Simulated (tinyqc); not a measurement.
## Mass and degeneracy from charge and saturation current

Problem. At high drain voltage only states moving towards the drain are filled: I = gv (2 q^2/h) Vt ln(1 + exp eta) and n = (N0/2) F_(-1/2)(eta), N0 = gv sqrt(2 m kB T/pi)/hbar, F_(-1/2)(x) = (1/sqrt(pi)) int_0^infinity u^(-1/2)/(1 + exp(u - x)) du. Find eta and m.

Values chosen for this exercise: temperature T = 150 K; valley degeneracy gv = 2.

Constants: q = 1.602176634e-19 C, kB = 1.380649e-23 J/K, hbar = 1.054571817e-34 J s, h = 6.62607015e-34 J s, m0 = 9.1093837015e-31 kg, Vt = kB T/q. Results are converted to the units shown.

n = 7.2024732e6 cm^-1
I = 14.863732 uA

Solution. In one dimension the current holds no mass, so it gives eta directly; n then gives m.

eta = 7.42
m = 0.517 m0

Computed by the program tinyqc: `OMP_NUM_THREADS=1 python tinyqc.py 2400128 2400129 out.jsonl`, one thread of a shared Intel Xeon 2.30GHz, about 0.04 s for the whole run.
